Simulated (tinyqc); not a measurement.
From magnetoresistance MR back to tau_0: Hall factor, magnetoresistance and optical conductivity for a power-law relaxation time. Computed by tinyqc, a small Python program. Command: `OMP_NUM_THREADS=1 python tinyqc.py 3009498 3009499 out.jsonl magneto inv`. One thread of a shared host (Intel(R) Xeon(R) Processor @ 2.30GHz), about 0.01 s of CPU time with the checks.

One spherical parabolic band, tau(E) = tau_0 x^s with x = E/(k_B T). Landau quantisation is left out.

Inputs (values chosen for the exercise, with a mass close to that of electrons in GaN):

| quantity | value | unit |
|---|---|---|
| effective mass m | 0.21 | m_0 |
| exponent s | 1 | - |
| reduced Fermi level eta | -8 | - |
| temperature T | 77 | K |
| magnetic field B | 1.5 | T |

Constants: m_0 = 9.1093837015e-31 kg; k_B = 1.380649e-23 J/K; hbar = 1.054571817e-34 J s; e = 1.602176634e-19 C.

Method:
- <y> = int y x^(3/2) f (1 - f) dx / int x^(3/2) f (1 - f) dx, f = 1/(1 + exp(x - eta)).
- Integrals over x = E/(k_B T) use 160 Gauss-Legendre points in u = sqrt(x) from 0 to sqrt(max(eta, 0) + 45).
- n = (2 m k_B T)^(3/2)/(3 pi^2 hbar^3) int x^(3/2) f (1 - f) dx; moments in units of tau_0.
- mu = e <tau>/m; weak field r_H = <tau^2>/<tau>^2 and MR = c (mu B)^2, c = <tau^3>/<tau>^3 - r_H^2; strong field r_H = 1 and MR = <tau> <1/tau> - 1.
- With w_c = e B/m: sigma_xx = (n e^2/m) <tau/(1 + w_c^2 tau^2)>, sigma_xy = (n e^2/m) <w_c tau^2/(1 + w_c^2 tau^2)>; r_H = (n e/B) sigma_xy/(sigma_xx^2 + sigma_xy^2); MR = sigma_0 sigma_xx/(sigma_xx^2 + sigma_xy^2) - 1, sigma_0 = n e^2 <tau>/m.

Problem. A run gave the result below. Find the tau_0, known to lie between 1200 and 1800 fs.

magnetoresistance MR = 40.1444 %

Solution.

Each step takes the trial c = (a f_b - b f_a)/(f_b - f_a), f being the result less the target and a, b, c the logarithms of the listed values; c replaces end b, the old b replaces a if the sign of f changed, and otherwise f_a is halved.

Scan of the range:

| tau_0 (fs) | magnetoresistance MR (%) |
|---|---|
| 1200 | 37.7566 |
| 1280 | 38.8724 |
| 1370 | 40.0334 |
| 1470 | 41.2199 |
| 1570 | 42.3106 |
| 1680 | 43.4129 |
| 1800 | 44.5135 |

False position (Illinois rule, in the logarithm of the input) inside the bracket:

| step | end a | end b | trial | magnetoresistance MR (%) |
|---|---|---|---|---|
| 1 | 1370.00 | 1470.00 | 1379.06 | 40.1452 |
| 2 | 1370.00 | 1379.06 | 1378.94 | 40.1436 |
| 3 | 1379.06 | 1378.94 | 1379.00 | 40.1444 |

Magnetoresistance MR rises at every point of a 13-point scan of the range (every second point is shown), so one value fits; it is bracketed by 1370 and 1470. Answer: tau_0 = 1379 fs.
